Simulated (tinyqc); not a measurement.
From results back to parameters: donor level screened by free carriers (Yukawa potential). Four cases, with inputs chosen for the exercise.

Problem. With Debye screening alone, ks^2 = 4 pi q n/(eps kB T), 1e18/cm^3 = 1e-6/angstrom^3. The converged binding was computed from a hidden density.

Potential -(q/(eps r)) exp(-ks r), q = e^2/(4 pi eps0). In units Ry* = Ry m/eps^2 and a* = a0 eps/m the problem is [-Laplacian - 2 exp(-x r)/r] psi = E psi with x = ks a*.

Converged values use 18 functions exp(-z r), z = 1.55^i, i = -11 to 6: S = 2/A^3, H = z_i z_j S - 2/(A + x)^2, A = z_i + z_j.

Constants: e^2/(4 pi eps0) = 14.39964547 eV angstrom; kB = 8.617333262e-05 eV/K.

Find: x; n.

Method. The binding in Ry* falls steadily with x, so bisection gives x; then n = (x/a*)^2 eps kB T/(4 pi q).

Case 1.

Values chosen (out of a larger set: near those of a donor in GaAs, with one mean mass; not measured data): eps = 12.8 (dielectric constant); T = 77 K (temperature).

Ry* = 5.730 meV
a* = 98.17 angstrom
binding = 1.4218 meV

Solution.

x = 0.555
n = 0.015 x 1e18/cm^3

Case 2.

Values chosen (out of a larger set: near those of a donor in Si, with one mean mass; not measured data): eps = 11.8 (dielectric constant); T = 200 K (temperature).

Ry* = 30.584 meV
a* = 19.95 angstrom
binding = 6.6072 meV

Solution.

x = 0.595
n = 1.0 x 1e18/cm^3

Case 3.

Values chosen (out of a larger set: near those of a donor in Ge, with one mean mass; not measured data): eps = 15.7 (dielectric constant); T = 300 K (temperature).

Ry* = 9.549 meV
a* = 48.02 angstrom
binding = 2.9507 meV

Solution.

x = 0.486
n = 0.23 x 1e18/cm^3

Case 4.

Values chosen (out of a larger set: near those of a donor in GaAs, with one mean mass; not measured data): eps = 12.9 (dielectric constant); T = 400 K (temperature).

Ry* = 5.560 meV
a* = 100.39 angstrom
binding = 1.2362 meV

Solution.

x = 0.587
n = 0.084 x 1e18/cm^3

Computed by tinyqc, one run a case: `OMP_NUM_THREADS=1 python tinyqc.py N N+1 out.jsonl` with N = 1281239, 1281246, 1281279, 1281330; one thread of a shared Intel(R) Xeon(R) Processor @ 2.30GHz, about 0.02 s a run at most.
